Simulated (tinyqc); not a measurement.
# Worked calculation: voltage acceleration of oxide breakdown, four models on the same data

Computed by the program tinyqc: `OMP_NUM_THREADS=1 python tinyqc.py 2070145 2070146 out.jsonl`, one thread of a shared Intel Xeon 2.30GHz, about 0.01 s for the whole run. Printed values are rounded.

Field E = V/tox in MV/cm. Models: ln(t63/1 s) = a - c X with X = E (E model), -1/E (1/E model), ln V (power law, c the exponent n) or sqrt(E).

Values chosen for this exercise:
```
symbol    value  unit                         meaning
tox           2    nm                 oxide thickness
Vu          1.4     V                     use voltage
Ts          398     K              stress temperature
Tu          328     K                 use temperature
Ea         0.64    eV               activation energy
ks      0.00079        factor for area and percentile
```

Constants: q = 1.602176634e-19 C, kB = 1.380649e-23 J/K. Results are converted to the units shown.

Range of the model: All four laws are empirical fits; none is established far below the stress range.

## Fitting the models

```
stress  V (V)  t63 (s)
0        2.39  1.715e6
1        2.78     1300
2        3.14     8.35
```

The three stress times were made with the 1/E model, c = 612, and are treated as data. For each model fit ln t63 on X by least squares over the three points.

```
model         c         a  largest misfit in ln t63 (0: below 0.002)
E       3.26790   53.1428                                   0.548920
1/E     612.009  -36.8592                                   0.000000
power   44.9273   53.3783                                   0.272242
sqrt E  24.2617   98.0347                                   0.410330
```

The worst misfit of any model is 0.55 in ln t63, a factor of 1.73 in time, comparable to the scatter of t63 from small samples, so such data hardly tell the models apart.

## Projection to use conditions

Project to Vu, multiply by exp[(Ea q/kB)(1/Tu - 1/Ts)] and by ks; ten years are 3.15576e8 s. The largest voltage for ten years solves the same relation for V.

temperature factor = 53.6473

```
model   lifetime (years)  largest voltage for ten years (V)
E                18754.1                            1.86125
1/E           1.23198e13                            2.05406
power          5.55691e7                            1.97813
sqrt E         6.70553e5                            1.92673
```

The lifetimes span 8.82 decades, from the E model (most cautious) to the 1/E model; the allowed voltage spans 1.86 to 2.05 V. 4 of the four models pass ten years at Vu. Lifetimes beyond a thousand years are formal extrapolations.
